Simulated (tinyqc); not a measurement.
Inside a calculation: Slater-Koster d bands of an fcc metal. Values are carried at full precision from step to step, so a last printed digit may differ when a step is redone from the rounded ones.

Slater-Koster d bands. For a bond with direction cosines (l, m, n) the 5 x 5 block is dds Ps + ddp Pp + ddd (1 - Ps - Pp), the projectors on sigma, pi and delta states about the bond; for instance <xy|xy> = 3 l^2 m^2 dds + (l^2 + m^2 - 4 l^2 m^2) ddp + (n^2 + l^2 m^2) ddd, <xy|yz> = 3 l m^2 n dds + l n (1 - 4 m^2) ddp + l n (m^2 - 1) ddd and <3z2-r2|3z2-r2> = (n^2 - (l^2 + m^2)/2)^2 dds + 3 n^2 (l^2 + m^2) ddp + (3/4)(l^2 + m^2)^2 ddd. H(k) sums the blocks times cos(k.R) over the neighbours; the d level is the zero of energy; k in 2 pi/a.

Values chosen for the exercise (of the size met in Cu; not measured data):
- dds = -0.32 eV (dd sigma)
- ddp = 0.144 eV (dd pi)
- ddd = -0.035 eV (dd delta)
- Es = 4.3 eV (s level)
- sss = -0.74 eV (ss sigma)
- sds = -0.41 eV (sd sigma)
- k = (0.7, 0.09, 0) 2 pi/a (wave vector)
- Nd = 9 (d electrons per atom)

## The block of one bond

Direction (1,1,0)/sqrt2; its eigenvalues must be dds once, ddp twice and ddd twice.

block (eV), rows xy, yz, zx, x2-y2, 3z2-r2 and columns alike:
```
[[-0.2487, 0, 0, 0, 0.1234],
 [0, 0.0545, 0.0895, 0, 0],
 [0, 0.0895, 0.0545, 0, 0],
 [0, 0, 0, 0.1440, 0],
 [0.1234, 0, 0, 0, -0.1062]]
```

## Levels at Gamma

Neighbours: twelve at (a/2)(1,1,0) and equivalents.

Summing the blocks at k = 0 gives E(t2g) = 3 dds + 4 ddp + 5 ddd, E(eg) = 1.5 dds + 6 ddp + 4.5 ddd.

levels (eV): t2g (threefold) -0.5590, eg (twofold) 0.2265

The t2g level lies lower, by 0.7855 eV.

## The Hamiltonian at one k

An s orbital at Es couples to nearest neighbours alone: <s|s> = sss, <s|xy> = sqrt3 l m sds (cyclic), <s|x2-y2> = (sqrt3/2)(l^2 - m^2) sds, <s|3z2-r2> = (n^2 - (l^2 + m^2)/2) sds.

Sum over the neighbours.

H(k) (eV), rows s, xy, yz, zx, x2-y2, 3z2-r2 and columns alike:
```
[[4.8681, 0.3206, 0, 0, 1.0994, -0.6156],
 [0.3206, 0.6428, 0, 0, 0, -0.1114],
 [0, 0, -1.2067, -0.0808, 0, 0],
 [0, 0, -0.0808, 0.6711, 0, 0],
 [1.0994, 0, 0, 0, -0.3902, 0.6710],
 [-0.6156, -0.1114, 0, 0, 0.6710, 0.3612]]
```

## Levels and character

Diagonalise H; t2g is xy, yz, zx and eg the other two.

levels (eV): [-1.2101, -1.0517, 0.5683, 0.6746, 0.8056, 5.1597]

weights, rows s, t2g, eg; columns band 1, band 2, band 3, band 4, band 5, band 6:
```
[[0.000, 0.043, 0.004, 0.000, 0.001, 0.952],
 [1.000, 0.000, 0.780, 1.000, 0.215, 0.005],
 [0.000, 0.956, 0.216, 0.000, 0.784, 0.043]]
```

## Levels at points of symmetry

Coordinates: G (0, 0, 0), X (1, 0, 0), W (1, 0.5, 0), L (0.5, 0.5, 0.5), K (0.75, 0.75, 0); the others lie half way.

Levels (eV):
```
k        band 1  band 2  band 3  band 4  band 5  band 6
G        -4.580  -0.559  -0.559  -0.559   0.227   0.227
G-X 0.5  -0.995  -0.747   0.218   0.218   0.576   1.662
X        -1.431  -1.388   0.925   0.995   0.995   7.571
W        -0.576  -0.218  -0.218   0.328   0.995   7.357
L        -1.721  -0.452  -0.452   0.810   0.810   5.305
L-G 0.5  -1.644  -0.314  -0.314   0.327   0.327   0.866
K        -1.165  -0.496   0.479   0.535   0.837   7.188
```

On these points the bands run from -4.580 (G) to 7.571 eV (X).

## Second moment and the rectangular band

mu2 = z (dds^2 + 2 ddp^2 + 2 ddd^2)/5 per orbital, with z = 12. A rectangular band with the same mu2 has width W = sqrt(12 mu2), Fermi level W (Nd/10 - 1/2) and bond energy -W Nd (10 - Nd)/20 (Friedel).

mu2 = 0.3512 eV^2
W = 2.0528 eV
Fermi level = 0.8211 eV
bond energy per atom = -0.9238 eV

The bond energy is the attractive part alone; the repulsion between atoms, left out, cancels a large share of it in the cohesive energy.

## Checks

- Levels at Gamma from the formulas against H(0): they agree to 1e-10 or better.
- Second moment from the formula against the mean square level on the mesh: both 0.351173.

(tinyqc, `OMP_NUM_THREADS=1 python tinyqc.py 1450330 1450331 out.jsonl`, Intel(R) Xeon(R) Processor @ 2.30GHz, 1 thread, shared host, about 0.03 s.)
